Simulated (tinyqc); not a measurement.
# Resistance of a tapered via with liner, size effect and interface: what changes with what

A round via whose diameter grows from db at the bottom as D(z) = db + 2 z/tan(ang). The fill, of diameter D - 2 tl, starts above the bottom liner (thickness fb tl) and has rho = rho0 (1 + ks lam/(D - 2 tl)); the sidewall liner conducts in parallel with it. The bottom liner and the interface are crossed over the full area pi db^2/4. Spreading in the lines above and below is left out.

Inputs (values chosen for the exercise); fill metal close to copper: diameter at the bottom db = 15 nm; height hv = 21 nm; sidewall angle ang = 85 degrees; bulk resistivity of the fill rho0 = 1.69 uohm cm; mean free path of the fill lam = 38.7 nm; size-effect factor ks = 1.1; liner on the sidewall tl = 1.7 nm; liner at the bottom over that on the sidewall fb = 1; resistivity of the liner rl = 310 uohm cm; interface resistivity at the bottom ri = 3.3e-12 ohm cm^2; ballistic conductance per area, about 3/(4 rho0 lam) Sb = 1.1e15 S/m^2; bulk resistivity of the second fill (close to ruthenium) rho2 = 8 uohm cm; its mean free path lam2 = 6.71 nm; its liner tl2 = 0.5 nm.

Each table varies one quantity; the others keep the values above.

## Via resistance against the diameter at the bottom

Slices between z0 = fb tl and hv, evaluated at their midpoints: conductance per length pi/4 [(D - 2 tl)^2/rho + (D^2 - (D - 2 tl)^2)/rl], slice resistance = slice height over that. 2000 slices. R_fill = sum of the slices; R_bottom = rl fb tl/(pi db^2/4); R_interface = ri/(pi db^2/4); ballistic (Sharvin) limit 1/(Sb pi (db - 2 tl)^2/4); ideal cylinder rho0 hv/(pi db^2/4).

Via resistance against the diameter at the bottom:

| db (nm) | R_fill (ohm) | R_bottom (ohm) | R_interface (ohm) | R (ohm) | ballistic limit (ohm) | R over ideal cylinder | largest part |
|---|---|---|---|---|---|---|---|
| 6 | 227.8 | 186.4 | 11.67 | 425.9 | 171.2 | 33.93 | fill |
| 8.3 | 66.75 | 97.40 | 6.099 | 170.2 | 48.21 | 25.95 | bottom liner |
| 11 | 25.35 | 55.45 | 3.472 | 84.28 | 20.04 | 22.57 | bottom liner |
| 16 | 7.742 | 26.21 | 1.641 | 35.59 | 7.291 | 20.17 | bottom liner |
| 22 | 3.022 | 13.86 | 0.8681 | 17.75 | 3.346 | 19.02 | bottom liner |
| 30 | 1.268 | 7.456 | 0.4669 | 9.190 | 1.636 | 18.30 | bottom liner |
| 42 | 0.5169 | 3.804 | 0.2382 | 4.559 | 0.7769 | 17.80 | bottom liner |
| 58 | 0.2273 | 1.995 | 0.1249 | 2.347 | 0.3883 | 17.47 | bottom liner |
| 80 | 0.1037 | 1.048 | 0.06565 | 1.218 | 0.1973 | 17.25 | bottom liner |

R falls from 426 to 1.22 ohm. The fill is the largest part at db = 6, the bottom liner from 8.3 on. R goes as db^(-2.83) between the first two rows and db^(-2.04) between the last two; area alone gives -2. In every row the ballistic limit exceeds half of R_fill, so the diffusive model understates R.

## Via resistance against the sidewall angle

Same model as above.

2000 slices.

The same in every row: R_bottom (ohm) = 29.82; R_interface (ohm) = 1.867; ballistic limit (ohm) = 8.602.

Results:

| ang (degrees) | R_fill (ohm) | R (ohm) | R over ideal cylinder | largest part |
|---|---|---|---|---|
| 90 | 14.17 | 45.86 | 22.83 | bottom liner |
| 89 | 12.94 | 44.63 | 22.22 | bottom liner |
| 88 | 11.88 | 43.57 | 21.69 | bottom liner |
| 87 | 10.95 | 42.64 | 21.23 | bottom liner |
| 86 | 10.15 | 41.84 | 20.83 | bottom liner |
| 82 | 7.724 | 39.41 | 19.63 | bottom liner |

Estimate the missing row, ang = 84 degrees.

Computed row:

| ang (degrees) | R_fill (ohm) | R (ohm) | R over ideal cylinder | largest part |
|---|---|---|---|---|
| 84 | 8.800 | 40.49 | 20.16 | bottom liner |

With this row back in the table: R falls from 45.9 to 39.4 ohm. The bottom liner is the largest part at ang = 90 and in all other rows. The share of the two bottom terms goes from 69.1 to 80.4 %. In every row the ballistic limit exceeds half of R_fill, so the diffusive model understates R.

## Two fill metals against the diameter

2000 slices. R_fill = sum of the slices; R_bottom = rl fb tl/(pi db^2/4); R_interface = ri/(pi db^2/4). The second fill has rho2, lam2 and tl2 in place of rho0, lam and tl.

Result of one run:

| db (nm) | R, first fill (ohm) | R, second fill (ohm) | ratio second/first |
|---|---|---|---|
| 8.5 | 160.00 | 77.380 | 0.48364 |

What becomes of these results when the diameter at the bottom db is changed from 8.5 to 6 nm, all else the same?

Result of the changed run:

| db (nm) | R, first fill (ohm) | R, second fill (ohm) | ratio second/first |
|---|---|---|---|
| 6 | 425.86 | 166.34 | 0.39059 |

The whole series:

| db (nm) | R, first fill (ohm) | R, second fill (ohm) | ratio second/first |
|---|---|---|---|
| 6 | 425.86 | 166.34 | 0.39059 |
| 8.5 | 160.00 | 77.380 | 0.48364 |
| 12 | 68.590 | 36.819 | 0.53680 |
| 17 | 31.117 | 17.591 | 0.56532 |
| 24 | 14.737 | 8.5453 | 0.57986 |
| 35 | 6.6564 | 3.9119 | 0.58768 |
| 49 | 3.3172 | 1.9606 | 0.59104 |
| 70 | 1.5982 | 0.94736 | 0.59276 |
| 100 | 0.77418 | 0.45951 | 0.59355 |

The ratio goes from 0.391 to 0.594. The second fill gives the lower R in every row.

Computed by the program tinyqc: `OMP_NUM_THREADS=1 python tinyqc.py 2750093 2750094 out.jsonl`, one thread of a shared Intel Xeon 2.30GHz, about 0.01 s for the whole run.
